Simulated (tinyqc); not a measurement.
Index and thickness from Psi and Delta.

Problem. Air (index 1), film, substrate with N2 = n2 - i k2; time factor exp(+i w t). q_j = sqrt(N_j^2 - sin^2 th), root with positive real part. Fresnel coefficients r_s = (q_a - q_b)/(q_a + q_b), r_p = (N_b^2 q_a - N_a^2 q_b)/(N_b^2 q_a + N_a^2 q_b). tan(Psi) exp(i Delta) = R_p/R_s, Delta taken from 0 to 360 degrees. beta = 2 pi d q1/lam, X = exp(-2 i beta), R = (r01 + r12 X)/(1 + r01 r12 X) for p and s. The film is transparent, with 1.15 < n1 < 2.9 and d under half a period. Find n1, d and the period.

Parameters, values chosen for the exercise:
- lam = 800 nm (wavelength)
- th = 75 degrees (angle of incidence)
- n2 = 3.692 (index of the substrate)
- k2 = 0.0065 (extinction coefficient of the substrate)

Psi = 26.414885 degrees
Delta = 47.406998 degrees

Answer. Two measured angles fix two unknowns; a search from many starts finds one solution in the range given. Thicker films with d plus a multiple of the period give the same angles.

n1 = 2.01
d = 63.0 nm
period = 227 nm

Program tinyqc, `OMP_NUM_THREADS=1 python tinyqc.py 2870172 2870173 out.jsonl`; Intel Xeon 2.30GHz, shared host, one thread, about 0.3 s.
